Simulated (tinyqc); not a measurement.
Inside a calculation. Method: RHF in the 6-311g basis, for H-, spin multiplicity 1. The basis has no diffuse functions, so it cannot describe the extra electron: this is an exercise in the method, not the real anion. One step of it, computed by the program tinyqc.

Problem. Iteration 3: diagonalisation and new density. Diagonalise F' = X^T F X, C = X C', fill 1 alpha and 1 beta electrons from the bottom; D = 2 C_occ C_occ^T. Each column has its largest component positive (the first on a tie).

extrapolated F (hartree), order 1H 1s, 1H 2s, 1H 3s:
```
[[1.154262, -0.021615, -0.262139],
 [-0.021615, 0.169762, -0.038306],
 [-0.262139, -0.038306, 0.064103]]
```

X, order 1H 1s, 1H 2s, 1H 3s:
```
[[1.366024, -0.728467, 0.179565],
 [-0.728467, 2.045624, -0.905584],
 [0.179565, -0.905584, 1.539843]]
```

Give: F' = X^T F X; orbital energies; coefficients C; D after iteration 3.

Solution.

F' = X^T F X (hartree):
```
[[2.1705, -1.1647, -0.0682],
 [-1.1647, 1.2360, -0.3925],
 [-0.0682, -0.3925, 0.2973]]
```

orbital energies (hartree): [-0.0037, 0.7392, 2.9683]

coefficients C, order 1H 1s, 1H 2s, 1H 3s:
```
[[0.1750, 0.0848, -1.5463],
 [0.1751, 1.4882, 1.8138],
 [0.7644, -1.4377, -0.7564]]
```

D after iteration 3, order 1H 1s, 1H 2s, 1H 3s:
```
[[0.0612, 0.0613, 0.2675],
 [0.0613, 0.0613, 0.2677],
 [0.2675, 0.2677, 1.1685]]
```
